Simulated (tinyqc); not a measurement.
# Reset of a mushroom phase-change cell, hemispherical electro-thermal model: two studies

Current spreads from a hemispherical contact of radius r0 into a large dome with constant rho and ka: j = I/(2 pi r^2). With s = r0/r the steady rise is T - T0 = c (b s - s^2), c = I^2 rho/(8 pi^2 ka r0^2). The heat lost through the heater, (T(r0) - T0)/Rh, fixes b = (2 + g)/(1 + g), g = 1/(2 pi ka r0 Rh).

Inputs (values chosen for the exercise); values of the order of Ge-Sb-Te and related chalcogenides:
- T0 = 300 K (ambient temperature)
- Tm = 882 K (melting point)
- r0 = 9 nm (radius of the heater contact)
- rho = 4.8 mohm cm (resistivity of the hot chalcogenide)
- ka = 0.77 W/(m K) (its thermal conductivity)
- Rh = 40 K/uW (thermal resistance of the path through the heater)

Each table varies one quantity; the others keep the values above.

## Amorphous thickness against current

The peak lies at s = b/2 with the rise c b^2/4; melting starts at the current where that equals Tm - T0, and the molten shell spans the roots of s^2 - b s + (Tm - T0)/c = 0 (s at most 1). Electrical resistance rho/(2 pi r0).

Amorphous thickness against current:
```
I (uA),peak T (K),T at the contact (K),thickness of the melt (nm),power (uW)
301,890.37,861.00,2.6589,76.905
308,918.15,887.40,5.5182,80.523
318,958.94,926.16,7.7211,85.837
332,1018.2,982.50,10.500,93.561
350,1098.2,1058.5,13.954,103.98
373,1206.6,1161.5,18.406,118.10
403,1358.3,1305.6,24.443,137.86
436,1538.7,1477.1,31.485,161.36
```

What does the table show?

The thickness rises from 2.66 to 31.5 nm; it opens as the square root of I - Im just above the melting current of 299 uA. The contact itself melts from I = 308 uA on among the rows.

## Scaling of the melting current

Same model as above.

Rh is scaled as 1/r0, as for an isotropic shrink, in the last two columns and held fixed in the first two.

Scaling of the melting current:
```
r0 (nm),Im (uA),Im/(2 pi r0^2) (MA/cm^2),Im with Rh = Rh (9 nm/r0) (uA),power there (uW)
5,182.0,115.9,166.0,42.12
8,270.2,67.20,265.7,67.39
12,383.5,42.39,398.5,101.1
17,522.5,28.77,564.5,143.2
24,714.9,19.75,797.0,202.2
33,961.0,14.05,1096,278.0
45,1288,10.12,1494,379.1
60,1696,7.499,1992,505.4
```

What does the comparison show?

With isotropic scaling Im and the power go as r0^(1.00) and r0^(1.00), so the current density grows as 1/r0 and the voltage stays fixed. With Rh held, Im goes as r0^(0.90) over the table, as the heater path weighs more for a small contact. For r0 = 5, 8 boundary thermal resistance, left out here, would dominate.

Range of the model: Constant properties, no latent heat, thermoelectric terms, boundary resistance or heating in the heater itself.

Program tinyqc, `OMP_NUM_THREADS=1 python tinyqc.py 2490054 2490055 out.jsonl`; Intel Xeon 2.30GHz, shared host, one thread, about 0.01 s.
